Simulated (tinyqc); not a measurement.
Ellipsometry and reflectance of a transparent film on an absorbing substrate: one step of the calculation.

Air (index 1), film, substrate with N2 = n2 - i k2; time factor exp(+i w t). q_j = sqrt(N_j^2 - sin^2 th), root with positive real part. Fresnel coefficients r_s = (q_a - q_b)/(q_a + q_b), r_p = (N_b^2 q_a - N_a^2 q_b)/(N_b^2 q_a + N_a^2 q_b). tan(Psi) exp(i Delta) = R_p/R_s, Delta taken from 0 to 360 degrees.

Question. Psi, Delta and reflectances. beta = 2 pi d q1/lam, X = exp(-2 i beta), R = (r01 + r12 X)/(1 + r01 r12 X) for p and s.

Parameters, values chosen for the exercise: wavelength lam = 800 nm; film thickness d = 180 nm.

q1 = 0.93477815
r01,p = -0.13223939
r01,s = -0.37731048
r12,p = 0.35486471-0.00072009i
r12,s = -0.58581510+0.00061526i

Wanted: beta; X; R_p; R_s; Psi; Delta; |R_p|^2; |R_s|^2.

Answer.

beta = 1.3215 rad
X = -0.87827-0.47817i
R_p = -0.42993-0.15312i
R_s = 0.12309+0.36309i
Psi = 49.968 degrees
Delta = 128.33 degrees
|R_p|^2 = 0.20829
|R_s|^2 = 0.14699

The bare substrate gives Psi = 16.50 and Delta = 179.83 degrees.

tinyqc, about 0.01 s, one thread, Intel Xeon 2.30GHz (shared host): `OMP_NUM_THREADS=1 python tinyqc.py 2870184 2870185 out.jsonl`
